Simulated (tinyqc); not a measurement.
# Sharing a fixed EOT between the layers

Without charge in the stack, a voltage of 0.6 V over an EOT of 1.6 nm gives F1 = (V/EOT)(3.9/e1) and F2 = F1 e1/e2; t2 = e2 (EOT/3.9 - t1/e1).

Inputs (values chosen for the exercise): relative permittivity of layer 1 e1 = 9.15; relative permittivity of layer 2 e2 = 22.1.

Sharing a fixed EOT between the layers:
```
t1 (nm)  t2 (nm)  physical thickness (nm)  drop over layer 1 (V)  drop over layer 2 (V)
0          9.067                    9.067                      0                 0.6000
0.46       7.956                    8.416                0.07352                 0.5265
0.91       6.869                    7.779                 0.1455                 0.4545
1.37       5.758                    7.128                 0.2190                 0.3810
1.82       4.671                    6.491                 0.2909                 0.3091
2.28       3.560                    5.840                 0.3644                 0.2356
2.73       2.473                    5.203                 0.4364                 0.1636
3.19       1.362                    4.552                 0.5099                0.09012
```

Each 0.1 nm of layer 1 costs 0.242 nm of layer 2, so the physical thickness falls from 9.07 to 4.55 nm. The fields do not change, 1.60 MV/cm in layer 1 and 0.662 MV/cm in layer 2, and layer 1 takes half of the voltage at t1 = 1.88 nm.

Numbers from tinyqc (`OMP_NUM_THREADS=1 python tinyqc.py 2010147 2010148 out.jsonl`; about 0.01 s on one thread of a shared Intel Xeon 2.30GHz).
